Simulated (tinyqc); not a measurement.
Inside a calculation. Method: plane-wave Kohn-Sham cycle with exchange-only LDA in a layered model solid. One step of it, computed by the program tinyqc.

Question. Iteration 2: levels at that k. Diagonalise the Hermitian matrix.

H (hartree), order -3, -2, -1, +0, +1, +2, +3:
```
[[0.924455, -0.102352, 0.007270, 0.000525, 0.000608, -0.000041, 0.000020],
 [-0.102352, 0.282571, -0.102352, 0.007270, 0.000525, 0.000608, -0.000041],
 [0.007270, -0.102352, -0.102559, -0.102352, 0.007270, 0.000525, 0.000608],
 [0.000525, 0.007270, -0.102352, -0.230936, -0.102352, 0.007270, 0.000525],
 [0.000608, 0.000525, 0.007270, -0.102352, -0.102559, -0.102352, 0.007270],
 [-0.000041, 0.000608, 0.000525, 0.007270, -0.102352, 0.282571, -0.102352],
 [0.000020, -0.000041, 0.000608, 0.000525, 0.007270, -0.102352, 0.924455]]
```

Give: eigenvalues.

Answer.

eigenvalues (hartree): [-0.3266, -0.1355, -0.0300, 0.2913, 0.2970, 0.9408, 0.9410]
